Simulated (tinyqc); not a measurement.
Transistor under a ferroelectric capacitor (negative capacitance), static model: two steps of the calculation.

A ferroelectric film of thickness tf lies between the gate and an inner metal at potential v, which drives an ordinary transistor. One domain, P = Q (background permittivity neglected): Vg = v + tf (2 al Q + 4 be Q^3), al = -3 sqrt(3) Ec/(4 Pr), be = 3 sqrt(3) Ec/(8 Pr^3). Gate charge Q(v) = Qi + Cp v with the channel charge Qi = Cox n Vt ln(1 + exp((v - VT)/(n Vt))). Q in uC/cm^2, E in kV/cm; 1 nm times 1 kV/cm is 1e-4 V. Domains, leakage and the switching time are left out.

Inputs (values chosen for the exercise); Pr and Ec close to those of hafnium oxide based films:

| symbol | value | unit | meaning |
|---|---|---|---|
| T | 273 | K | temperature |
| Pr | 10 | uC/cm^2 | remanent polarisation |
| Ec | 1200 | kV/cm | coercive field |
| Cox | 1.8 | uF/cm^2 | capacitance of the inner oxide |
| Cp | 0.73 | uF/cm^2 | overlap capacitance per gate area |
| VT | 0.42 | V | threshold of the inner transistor |
| n | 1.16 |  | subthreshold factor of the inner transistor |
| tf | 5.4 | nm | ferroelectric thickness |

Constants: q = 1.602176634e-19 C, kB = 1.380649e-23 J/K, Vt = kB T/q. Results are converted to the units shown.

Task 1. Landau coefficients and capacitance at zero charge. al = -3 sqrt(3) Ec/(4 Pr), be = 3 sqrt(3) Ec/(8 Pr^3); C_FE(0) = 1/(2 al tf); far below threshold the gain is 1/(1 + 2 al tf Cp) near Q = 0 and the swing n Vt ln 10/gain.

Find: al; be; C_FE(0); gain near Q = 0; swing.

Result 1.

al = -155.9 kV cm/uC
be = 0.7794 kV cm^5/uC^3
C_FE(0) = -5.940 uF/cm^2
gain near Q = 0 = 1.140
swing = 55.11 mV/decade

Task 2. Gate voltage against inner potential. Q(v) and Vg(v) as above. C = dQ/dv = Cox/(1 + exp(-(v - VT)/(n Vt))) + Cp; dVg/dv = 1 + C tf (2 al + 12 be Q^2); gain = dv/dVg.

| point | v (V) |
|---|---|
| 0 | 0 |
| 1 | 0.1 |
| 2 | 0.2 |
| 3 | 0.3 |
| 4 | 0.4 |
| 5 | 0.5 |
| 6 | 0.6 |
| 7 | 0.7 |
| 8 | 0.8 |

al = -155.88457 kV cm/uC
be = 0.77942286 kV cm^5/uC^3

Find: Q; C; Vg; dVg/dv.

Result 2.

| point | Q (uC/cm^2) | C (uF/cm^2) | Vg (V) | dVg/dv |
|---|---|---|---|---|
| 0 | 0.0000 | 0.73000 | 0.00000 | 0.87710 |
| 1 | 0.0730 | 0.73001 | 0.08771 | 0.87712 |
| 2 | 0.1460 | 0.73057 | 0.17542 | 0.87708 |
| 3 | 0.2196 | 0.75189 | 0.26305 | 0.87360 |
| 4 | 0.3113 | 1.3142 | 0.34765 | 0.77939 |
| 5 | 0.5116 | 2.4389 | 0.41410 | 0.59262 |
| 6 | 0.7621 | 2.5275 | 0.47245 | 0.58189 |
| 7 | 1.0150 | 2.5299 | 0.53088 | 0.58724 |
| 8 | 1.2680 | 2.5300 | 0.58996 | 0.59461 |

dVg/dv is positive at all listed points; its smallest value, 0.582, means a gain of 1.72. Minimising dVg/dv over v puts the thickness at which the fold first appears at 12.9 nm.

Program tinyqc, `OMP_NUM_THREADS=1 python tinyqc.py 2860038 2860039 out.jsonl`; Intel Xeon 2.30GHz, shared host, one thread, about 0.02 s.
